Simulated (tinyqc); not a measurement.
Kinetics of strain relaxation and threading dislocations in mismatched semiconductor layers: one step, computed by the program tinyqc.

60-degree dislocations on {111} planes of a (001) layer, isotropic elasticity. The Schmid factor is 1/sqrt(6), and a misfit segment relieves strain with b/2.

Task: Graded buffer. In steady grading, strain is fed at R_f R_g and relieved at (b/4) rho v. As a glide-limited estimate, the driving stress is taken as the mean stress of the strained top zone, whose depth z solves R_f z/2 = e_eq(z), with strain R_f z at the surface; tau_g = S R_f z/2 is its mean; then rho = 4 R_f R_g/(b m tau_g), m = v0 exp(-Q/(k_B T_g)), S = (1/sqrt 6) 2 G (1 + nu)/(1 - nu), e_eq(z) = b (1 - nu/4) [ln(z/b) + 1]/(4 pi (1 + nu) z).

Inputs (values chosen for the exercise, modelled on Si(0.8)Ge(0.2) on Si):

| quantity | value | unit |
|---|---|---|
| misfit f | 0.00771 | - |
| shear modulus G | 63.2 | GPa |
| Poisson ratio nu | 0.27 | - |
| Burgers vector b | 3.88 | angstrom |
| glide activation energy Q | 2.07 | eV |
| velocity prefactor v0 | 32000 | m/s per MPa |
| grading rate (misfit per thickness) R_f | 0.0037 | 1/micrometre |
| growth temperature of the buffer T_g | 1112 | K |
| growth rate R_g | 6.7 | nm/s |

Constants: k_B = 8.617333262e-05 eV/K.

Give: depth z of the strained zone; stress tau_g; thread density of the buffer; buffer thickness f/R_f.

Result:

depth z of the strained zone = 306.6 nm

stress tau_g = 50.93 MPa

thread density of the buffer = 37759 1/cm^2

buffer thickness f/R_f = 2.084 micrometre

Raising T_g by 50 K would lower this density by a factor 2.5: fast glide lets few threads do the work. Caution: real buffers seldom go below 1e5 /cm^2, as pile-ups and nucleation take over; this value is a lower bound.
